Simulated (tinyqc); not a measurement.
Inside a calculation. Method: Hubbard chain of 4 sites. One step of it, computed by the program tinyqc.

Task: The many-body Hamiltonian. Basis: all placements (u, d, 2, 0 on each site), up operators ordered before down ones; hops carry the sign of the same-spin electrons passed.

one-body matrix (hopping and site energies) (eV), lower triangle:
```
           1          2          3         4
1   0.000000
2  -1.450000   0.000000
3   0.000000  -1.450000   0.000000
4   0.000000   0.000000  -1.450000  0.000000
```

U = 7.800000 eV

electrons, up and down: 1  1

Give: H.

Result:

H (eV), lower triangle:
```
        2000    ud00    u0d0    u00d    du00    0200    0ud0    0u0d
2000   7.800
ud00  -1.450   0.000
u0d0   0.000  -1.450   0.000
u00d   0.000   0.000  -1.450   0.000
du00  -1.450   0.000   0.000   0.000   0.000
0200   0.000  -1.450   0.000   0.000  -1.450   7.800
0ud0   0.000   0.000  -1.450   0.000   0.000  -1.450   0.000
0u0d   0.000   0.000   0.000  -1.450   0.000   0.000  -1.450   0.000
d0u0   0.000   0.000   0.000   0.000  -1.450   0.000   0.000   0.000
0du0   0.000   0.000   0.000   0.000   0.000  -1.450   0.000   0.000
0020   0.000   0.000   0.000   0.000   0.000   0.000  -1.450   0.000
00ud   0.000   0.000   0.000   0.000   0.000   0.000   0.000  -1.450
d00u   0.000   0.000   0.000   0.000   0.000   0.000   0.000   0.000
0d0u   0.000   0.000   0.000   0.000   0.000   0.000   0.000   0.000
00du   0.000   0.000   0.000   0.000   0.000   0.000   0.000   0.000
0002   0.000   0.000   0.000   0.000   0.000   0.000   0.000   0.000

        d0u0    0du0    0020    00ud    d00u    0d0u    00du   0002
d0u0   0.000
0du0  -1.450   0.000
0020   0.000  -1.450   7.800
00ud   0.000   0.000  -1.450   0.000
d00u  -1.450   0.000   0.000   0.000   0.000
0d0u   0.000  -1.450   0.000   0.000  -1.450   0.000
00du   0.000   0.000  -1.450   0.000   0.000  -1.450   0.000
0002   0.000   0.000   0.000  -1.450   0.000   0.000  -1.450  7.800
```
